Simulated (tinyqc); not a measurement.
Conductivity against temperature: Debye-Callaway model of lattice thermal conductivity. Computed by tinyqc, a small Python program. Command: `OMP_NUM_THREADS=1 python tinyqc.py 3030379 3030380 out.jsonl callaway walk`. One thread of a shared host (Intel(R) Xeon(R) Processor @ 2.30GHz), about 0.01 s of CPU time with the checks.

Three acoustic branches with one velocity v, cut at omega_D = k_B Theta/hbar; x = hbar omega/(k_B T). v and Theta are separate inputs: Theta cuts off the heat-carrying modes, so C need not reach 3 k_B/V. gamma is an effective value that sets the umklapp rate.

Inputs (values chosen for the exercise, modelled on boron arsenide):

| quantity | value | unit |
|---|---|---|
| sound velocity v | 5600 | m/s |
| Debye temperature Theta | 668 | K |
| volume per atom V | 13.6 | angstrom^3 |
| mean atomic mass M | 42.9 | u |
| effective Grueneisen parameter gamma | 1.05 | - |
| umklapp exponent divisor b | 2 | - |
| mass variance Gamma | 3.7e-05 | - |
| Casimir length L | 200 | micrometre |
| normal-process factor f_N | 0.53 | - |

Sample: crystal. Point defects: isotopes. Normal processes: included.

Constants: k_B = 1.380649e-23 J/K; hbar = 1.054571817e-34 J s; u = 1.6605390666e-27 kg.

Method:
- Gamma is given directly by the isotope mixture. A = V Gamma/(4 pi v^3).
- Rates: point defects A omega^4; umklapp B omega^2 T exp(-Theta/(b T)) with B = hbar gamma^2/(M v^2 Theta); normal processes f_N B omega^2 T (T/Theta)^2. Boundaries: v/L.
- kappa_1 = c int tau_C g dx, g = x^4 e^x/(e^x - 1)^2, c = (k_B/(2 pi^2 v)) (k_B T/hbar)^3, over 0 < x < min(Theta/T, 40), by 96 Gauss-Legendre points in s with x = x_max s^2; 1/tau_C = 1/tau_R + 1/tau_N; kappa_2 = c [int (tau_C/tau_N) g dx]^2 / int (tau_C/(tau_N tau_R)) g dx; kappa = kappa_1 + kappa_2.
- The boundary limit is C v^2/(3 x boundary rate), with C = 3 c int g dx / v^2.

Rayleigh coefficient A = 2.28017e-46 s^3

Kappa (W/(m K)):

| T (K) | all processes | without point defects | boundary limit |
|---|---|---|---|
| 6.7 | 77.644 | 78.203 | 78.203 |
| 13 | 529.89 | 571.25 | 571.25 |
| 23 | 2234.5 | 3163.6 | 3163.6 |
| 40 | 6220.4 | 16311 | 16637 |
| 67 | 9558.8 | 27680 | 76048 |
| 110 | 6060.4 | 9550.1 | 2.5787e+05 |
| 200 | 2085.9 | 2422.4 | 6.0332e+05 |
| 330 | 843.29 | 897.44 | 8.1725e+05 |
| 530 | 375.62 | 387.49 | 9.1985e+05 |
| 870 | 169.42 | 172.41 | 9.6586e+05 |

What follows from these numbers?

kappa peaks among these rows at 67 K (T/Theta = 0.100) with 9560 W/(m K). The exponent d ln kappa/d ln T is 2.90 at the cold end, the T^3 law of boundary scattering, and -1.61 at the hot end. The normal rate is taken to grow as T^3 at all T, which overstates it above Theta. Point defects cost most at 67 K, a factor 2.90.

Extremes, crossings and ranges named in words are read from the listed rows.
